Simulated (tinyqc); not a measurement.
Dielectric confinement in a thin film (image charges), step by step. Values are carried at full precision from step to step, so a last printed digit may differ when a step is redone from the rounded ones.

A film |z| < t/2 of dielectric constant eps between half-spaces of dielectric constant e2; lam = (eps - e2)/(eps + e2), q = e^2/(4 pi eps0). The self-energy of a band edge is taken with the high-frequency value, e2 = eh, and the field of a fixed ion with the static one, e2 = eo. A charge at z has images lam^|n| at n t + (-1)^n z. Its self-energy is S(z) = (q/2 eps) sum over n >= 1 of lam^n [1/(n t - 2z) + 1/(n t + 2z)] for odd n and 2 lam^n/(n t) for even n; at the centre S(0) = -(q/(eps t)) ln(1 - lam).

Constants: e^2/(4 pi eps0) = 14.39964547 eV angstrom; hbar^2/2m0 = 3.80998211 eV angstrom^2; Ry = 13.60569312 eV.

Parameters, chosen for this exercise (near those of a Si (100) film, two-fold valleys, between layers of Si3N4; shifted at random, so the results belong to these values and not to a real crystal):
- t = 72 angstrom (film thickness)
- eps = 11.7 (dielectric constant of the film)
- eh = 4.1 (high-frequency dielectric constant outside)
- mz = 0.928 m0 (mass across the film)
- eo = 7.8 (static dielectric constant outside)
- m = 0.187 m0 (mass in the plane)

## Images for a charge at the centre

Give lam, the first five terms (q/eps) lam^n/(n t), their sum and the closed form.

lam = 0.4810

terms (meV): [8.22, 1.98, 0.63, 0.23, 0.09]

sum of five = 11.15 meV
S(0) = 11.21 meV

The surroundings screen less than the film, so the images repel and each band edge moves outwards: the gap changes by about 2 S = +22 meV. The static value 7.8 would give S(0) = +3.8 meV.

## Self-energy across the film

S at 2z/t = 0, 0.2, 0.4, 0.6, 0.8 and 0.9, summed to n = 399.

Self-energy:
```
2z/t  z (angstrom)  S (meV)
0.0            0.0    11.21
0.2            7.2    11.56
0.4           14.4    12.79
0.6           21.6    15.86
0.8           28.8    25.88
0.9           32.4    46.33
```

Towards the wall S diverges as (q lam/4 eps)/(distance), an artefact of the abrupt interface that the vanishing envelope makes harmless.

## Shift of the subband edge

First order: <S> over the envelope (2/t) cos^2(pi z/t), beside the confinement energy c (pi/t)^2/mz, c = hbar^2/2m0.

<S> = 13.02 meV
confinement energy = 7.82 meV

|<S>| is 1.67 times the confinement energy; the first goes as 1/t and the second as 1/t^2, so they are equal at t = 43 angstrom.

## Binding of a donor

Donor at the centre, lam from the static eo, trial function cos(pi z/t) exp(-rho/l): E(l) = c/(m l^2) - (q/eps) times the integral over k of F(k t) (1 + (k l/2)^2)^(-3/2), with F(x) = F0 + 2 lam exp(-x) G/(1 - lam exp(-x)), F0 = 2[(1 - exp(-x/2))/x + x (1 + exp(-x/2))/(x^2 + 4 pi^2)], G = 2 sinh(x/2)[1/x - x/(x^2 + 4 pi^2)]; c = hbar^2/2m0. The binding energy is -E at the minimum, counted from the subband edge with its self-energy.

Minimise over l with and without images (lam = 0); Ry* = Ry m/eps^2.

Donor:
```
case         l (angstrom)  binding (meV)  in Ry*
no images            33.5           31.9    1.72
with images          32.9           39.0    2.10
```

Ry* = 18.59 meV

The images change the binding by +7.0 meV, against -2 (q/(eps t)) ln(1 - lam) = +7.6 meV for an orbit much smaller than t. At 300 K the binding is 1.5 kB T.

## Checks

- S(0) from the series against the closed form, meV: both 11.21.
- F(2.3) for lam = 0.4810 from a direct sum over images against the closed form: both 0.8399.

Program tinyqc; command `OMP_NUM_THREADS=1 python tinyqc.py 1252694 1252695 out.jsonl`; about 0.03 s on one thread of a shared Intel(R) Xeon(R) Processor @ 2.30GHz.
